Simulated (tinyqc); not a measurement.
# Ballistic transport through the one-dimensional subbands of a rectangular nanowire or nanosheet channel, step by step

A worked calculation. Computed by tinyqc, a small Python program that keeps every step. Command: `OMP_NUM_THREADS=1 python tinyqc.py 3027051 3027052 out.jsonl wire walk`. One thread of a shared host (Intel(R) Xeon(R) Processor @ 2.30GHz), about 0.02 s of CPU time with the checks. Intermediate numbers are printed to about 5 digits and carried at full precision; extremes and crossings named in words are read from the listed rows.

Hard walls, parabolic subbands, transport along x. Energies are counted from the bulk conduction band edge at the top of the barrier, which the gate pulls down by U; the source Fermi level lies at the bulk edge when U = 0.

Inputs (values chosen for the exercise, modelled on silicon):
```
quantity                                   value  unit
light mass m_t                              0.19   m_0
heavy mass m_l                             0.926   m_0
height a                                       4    nm
width b                                      8.7    nm
equivalent oxide thickness t                 1.6    nm
gate voltage above flat band V_G            0.93     V
drain voltage V_D                           0.47     V
temperature T                                300     K
mean free path for back-scattering lambda    190    nm
channel length L                              21    nm
```

Valleys: silicon [100] wire.

Constants: hbar^2/(2 m_0) = 3.80998212 eV angstrom^2; k_B = 8.617333262e-05 eV/K; m_0 = 9.1093837015e-31 kg; k_B = 1.380649e-23 J/K; hbar = 1.054571817e-34 J s; eps_0 = 8.8541878128e-12 F/m; e = 1.602176634e-19 C; h = 6.62607015e-34 J s.

## Subbands

E_pq = (hbar^2 pi^2/2)(p^2/(m_y b^2) + q^2/(m_z a^2)); valley pairs: (m_x, m_y, m_z) = (m_t, m_t, m_l), (m_t, m_l, m_t), (m_l, m_t, m_t), each with degeneracy g = 2; the 10 lowest subbands are kept.

Subbands:
```
valley axis  p  q  E (meV)  m_x (m_0)
z            1  1    51.53      0.190
z            1  2   127.67      0.190
y            1  1   129.06      0.190
z            2  1   129.97      0.190
y            2  1   145.15      0.190
x            1  1   149.84      0.926
y            3  1   171.98      0.190
z            2  2   206.11      0.190
y            4  1   209.53      0.190
x            2  1   228.28      0.926
```

The second subband lies 76.1 meV, or 2.95 k_B T, above the first; the lowest belongs to the valleys with the heavy mass across the height.

## Self-consistent barrier

F_j(eta) = (1/Gamma(j + 1)) int_0^infinity x^j/(1 + exp(x - eta)) dx, F_0 = ln(1 + exp(eta)). Integrals over x = E/(k_B T) use 160 Gauss-Legendre points in u = sqrt(x) from 0 to sqrt(max(eta, 0) + 32). With degeneracy g = 2, eta_i = (U - E_i)/(k_B T) and u = e V_D/(k_B T): line density n = sum_i g sqrt(2 m_x k_B T/pi)/(2 hbar) [F_-1/2(eta_i) + F_-1/2(eta_i - u)]; gate: e n = C_ox (V_G - U/e), C_ox = 3.9 eps_0 2 (a + b)/t (flat-plate estimate); I = (2 e k_B T/h) sum_i g [F_0(eta_i) - F_0(eta_i - u)].

C_ox = 548.18 aF/micrometre

U = 183.61 meV

Occupation:
```
subband    eta_i  n_i (1/nm)  I_i (microampere)
1         5.1090     0.50687             20.491
2         2.1638     0.31036              9.104
3         2.1100     0.30588              8.911
4         2.0747     0.30293              8.785
5         1.4874     0.25196              6.775
6         1.3061     0.52034              6.192
7         0.4497     0.15930              3.778
8        -0.8705     0.06603              1.401
9        -1.0030     0.05942              1.252
10       -1.7282     0.07070              0.655
```

line density n = 2.5538 1/nm

ballistic current I = 67.345 microampere

mean velocity I/(e n) = 1.6459 1e7 cm/s

7 of the subbands lie below the source Fermi level; the lowest carries 30 % of the current with 20 % of the charge. The gate spends 20 % of V_G on moving the bands. Caution: the tenth subband is still occupied, so the truncation to ten understates charge and current.

## Conductance, capacitance and scattering

Linear conductance G = (2 e^2/h) sum_i g f(eta_i), g = 2, f = 1/(1 + exp(-eta_i)), with the barrier frozen at the eta_i above; current per perimeter I/(2(a + b)); with scattering, transmission lambda/(lambda + L) and low-bias resistance (1 + L/lambda)/G.

open modes sum g f = 13.197

ballistic conductance = 1022.5 microsiemens

current per perimeter = 2651.4 microampere/micrometre

transmission = 0.90047

low-bias resistance with scattering = 1.0860 kiloohm

Even without scattering the wire has h/(2 e^2 M) = 0.98 kiloohm, which sits in the contacts.

## Gate sweep

Open modes are sum_i g/(1 + exp(-eta_i)). The last column is e dn/dV_G over C_ox, taken up to the next row.

Against the gate voltage:
```
V_G (V)  U (meV)    n (1/nm)  I (microampere)  open modes    C_g/C_ox
-0.250   -250.00  2.1659e-06       4.1860e-05  2.0898e-05  2.9619e-04
-0.150   -150.03  1.0351e-04       2.0006e-03  9.9859e-04  2.4005e-02
-0.028    -30.96  1.0124e-02       1.9690e-01  9.6684e-02  3.5999e-01
0.100      50.96  1.6778e-01       3.5588e+00  1.3932e+00  6.6355e-01
0.200      84.61  3.9482e-01       8.9965e+00  2.9128e+00  7.8234e-01
0.330     112.90  7.4280e-01       1.7555e+01  5.0700e+00  8.4860e-01
0.470     134.10  1.1493e+00       2.7696e+01  7.3608e+00  8.8030e-01
0.630     153.25  1.6312e+00       4.0337e+01  9.6891e+00  8.9578e-01
0.800     170.97  2.1522e+00       5.5099e+01  1.1797e+01  9.0379e-01
1.000     190.21  2.7707e+00       7.4275e+01  1.3890e+01           -
```

Between the first two rows the current rises one decade per 60 mV, against the limit ln(10) k_B T/e = 60 mV. Above threshold C_g/C_ox lies between 0.66 and 0.90: the quantum capacitance in series costs a visible part. In the last rows the tenth subband begins to fill, so the truncation shows.

Checks made by the program: density of the lowest subband against a direct sum over k (relative difference 1e-09).
